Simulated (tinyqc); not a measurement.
## MOS inversion layer, Poisson-Schroedinger loop: effect of the extra shift of set B (strain)

Electrons confined at an insulator interface at z = 0, treated as a hard wall; parabolic valleys, Hartree approximation, no image or exchange terms. The depletion charge lies far deeper than the electrons and gives a uniform field q Nd/(eps0 eps_r); the gate balances all charge. Energies are counted from the band edge at the interface.

Schroedinger equation -(C/mz) psi'' + (V0 + U + dE for set B) psi = E psi, C = hbar^2/(2 m0), psi(0) = 0, on a uniform mesh of 800 nodes with a far wall at 22 nm, 8 levels a set; V0 = q Nd z/(eps0 eps_r); dU/dz = q (Ns - integral of n from 0 to z)/(eps0 eps_r), U(0) = 0; N_k = g md m0 q Vt/(pi hbar^2) ln(1 + exp((EF - E_k)/Vt)), g the number of valleys of the set, sum N_k = Ns. Triangular well: E_k = a_k (C F^2/mz)^(1/3), a_1 = 2.338107, a_2 = 4.087949, C = hbar^2/(2 m0), F in eV/nm. Fang-Howard (all electrons in the lowest level of set A): b^3 = 6 (mz1/C) q (Nd + 11 Ns/32)/(eps0 eps_r), centroid 3/b, level C b^2/(4 mz1) + (3/b) q (Nd + 11 Ns/16)/(eps0 eps_r). The centroid adds 3.9 z_av/eps_r to an oxide-equivalent thickness.

Parameters, values chosen for the exercise; masses and permittivity close to those of silicon (100): temperature T = 200 K; relative permittivity eps_r = 11.9; mass along z of valley set A (2 valley(s)) mz1 = 0.906 m0; in-plane density-of-states mass of set A md1 = 0.19 m0; mass along z of valley set B (4 valley(s)) mz2 = 0.188 m0; in-plane density-of-states mass of set B md2 = 0.418 m0; sheet density of electrons Ns = 8.9e12 cm^-2; sheet density of depletion charge Nd = 8.3e11 cm^-2.

Constants: q = 1.602176634e-19 C, kB = 1.380649e-23 J/K, hbar = 1.054571817e-34 J s, m0 = 9.1093837015e-31 kg, Vt = kB T/q, eps0 = 8.8541878128e-14 F/cm where lengths are in cm, hbar^2/(2 m0) = 0.0380998212 eV nm^2. Results are converted to the units shown.

The same in every row: Fang-Howard centroid (nm) = 1.47.

Results:

| dE (eV) | A1 (meV) | B1 (meV) | EF (meV) | share of A1 (%) | share of set A (%) | centroid z_av (nm) | added oxide equivalent (nm) |
|---|---|---|---|---|---|---|---|
| -0.05 | 207 | 246 | 231 | 50.7 | 51.3 | 1.95 | 0.640 |
| -0.02 | 203 | 263 | 239 | 67.9 | 70.1 | 1.79 | 0.587 |
| 0.01 | 200 | 283 | 244 | 80.8 | 86.4 | 1.66 | 0.544 |
| 0.07 | 198 | 336 | 247 | 89.2 | 99.2 | 1.57 | 0.516 |
| 0.1 | 198 | 366 | 247 | 89.6 | 99.9 | 1.57 | 0.514 |
| 0.13 | 198 | 396 | 247 | 89.6 | 100 | 1.57 | 0.514 |
| 0.16 | 198 | 426 | 247 | 89.7 | 100 | 1.57 | 0.514 |

Estimate the missing row, dE = 0.04 eV.

Computed row:

| dE (eV) | A1 (meV) | B1 (meV) | EF (meV) | share of A1 (%) | share of set A (%) | centroid z_av (nm) | added oxide equivalent (nm) |
|---|---|---|---|---|---|---|---|
| 0.04 | 198 | 308 | 246 | 87.3 | 96.2 | 1.59 | 0.522 |

With this row back in the table: As dE goes from -0.05 to 0.16, A1 falls from 207 to 198 meV, the share of A1 rises from 50.7 to 89.7 % and the centroid falls from 1.95 to 1.57 nm. The Fang-Howard centroid is 24 % below the full one in the first row, where A1 holds 50.7 %, and 6.0 % below it in the last, where A1 holds 89.7 %.

Numbers from tinyqc (`OMP_NUM_THREADS=1 python tinyqc.py 2160026 2160027 out.jsonl`; about 1 s on one thread of a shared Intel Xeon 2.30GHz).
